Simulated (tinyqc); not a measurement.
MOS inversion layer, Poisson-Schroedinger loop: course of the self-consistent loop.

Electrons confined at an insulator interface at z = 0, treated as a hard wall; parabolic valleys, Hartree approximation, no image or exchange terms. The depletion charge lies far deeper than the electrons and gives a uniform field q Nd/(eps0 eps_r); the gate balances all charge. Energies are counted from the band edge at the interface.

V0 = q Nd z/(eps0 eps_r) in eV.

Tridiagonal Hamiltonian with psi = 0 one step beyond both ends: H_ii = C (1/m_(i-1/2) + 1/m_(i+1/2))/hz^2 + V0_i + U_i (+ dE for the set B), H_(i,i+1) = -C/(m_(i+1/2) hz^2), C = hbar^2/(2 m0). The lowest 2 level(s) of each valley set are kept, normalised to hz sum |psi|^2 = 1. The mass is the same on all intervals.

Level k holds N_k = D_k Vt ln(1 + exp((EF - E_k)/Vt)) with D = 2 md1 m0 q/(pi hbar^2) for the set A, D = 4 md2 m0 q/(pi hbar^2) for the set B per eV (spin included); EF is fixed by sum N_k = Ns.

n_i = sum_k N_k |psi_k|^2 (converted to cm^-3). Hartree part by Gauss: on the interval before node i the electrons still beyond are S_i = Ns - hz sum_(j<i) n_j, and U_i = U_(i-1) + q S_i hz/(eps0 eps_r) in eV, U_0 = 0 at the interface. Mixing: U(new) = U + a (U(out) - U).

Start from U = 0. Stop when the largest |U(out) - U| is below 1e-7 eV, or after 120 rounds.

Inputs (values chosen for the exercise); masses and permittivity close to those of silicon (100):
- T = 300 K (temperature)
- eps_r = 11.8 (relative permittivity)
- mz1 = 0.915 m0 (mass along z of valley set A (2 valley(s)))
- md1 = 0.193 m0 (in-plane density-of-states mass of set A)
- mz2 = 0.193 m0 (mass along z of valley set B (4 valley(s)))
- md2 = 0.41 m0 (in-plane density-of-states mass of set B)
- Ns = 4.3e11 cm^-2 (sheet density of electrons)
- Nd = 1.3e11 cm^-2 (sheet density of depletion charge)
- dE = 0 eV (extra shift of set B (strain))
- hz = 3.3 nm (mesh step)
- a = 0.5 (mixing factor)

Constants: q = 1.602176634e-19 C, kB = 1.380649e-23 J/K, hbar = 1.054571817e-34 J s, m0 = 9.1093837015e-31 kg, Vt = kB T/q, eps0 = 8.8541878128e-14 F/cm where lengths are in cm, hbar^2/(2 m0) = 0.0380998212 eV nm^2. Results are converted to the units shown.

z, node 1 to 16 (nm): 3.3  6.6  9.9  13.2  16.5  19.8  23.1  26.4  29.7  33  36.3  39.6  42.9  46.2  49.5  52.8

Course of the iteration:
```
round	level A1 (eV)	EF (eV)	largest |U(out) - U| (eV)
1	0.0122793	-0.0943755	0.0509
2	0.0240761	-0.0776166	0.0171
3	0.0296524	-0.0708220	7.31e-3
4	0.0324128	-0.0676806	3.34e-3
5	0.0337870	-0.0661773	1.59e-3
6	0.0344724	-0.0654459	7.73e-4
7	0.0348146	-0.0650867	3.78e-4
8	0.0349854	-0.0649092	1.86e-4
9	0.0350708	-0.0648212	9.17e-5
10	0.0351135	-0.0647775	4.53e-5
11	0.0351348	-0.0647557	2.25e-5
12	0.0351454	-0.0647449	1.11e-5
13	0.0351508	-0.0647395	5.54e-6
14	0.0351534	-0.0647368	2.75e-6
15	0.0351547	-0.0647355	1.37e-6
16	0.0351554	-0.0647348	6.82e-7
17	0.0351557	-0.0647345	3.40e-7
18	0.0351559	-0.0647343	1.69e-7
19	0.0351560	-0.0647342	8.44e-8
```

Did this iteration meet its convergence test, and what does its course show?

Yes. Converged in 19 rounds. Towards the end the residual shrinks by a factor of about 0.50 a round.

Computed by the program tinyqc: `OMP_NUM_THREADS=1 python tinyqc.py 2160089 2160090 out.jsonl`, one thread of a shared Intel Xeon 2.30GHz, about 1 s for the whole run.
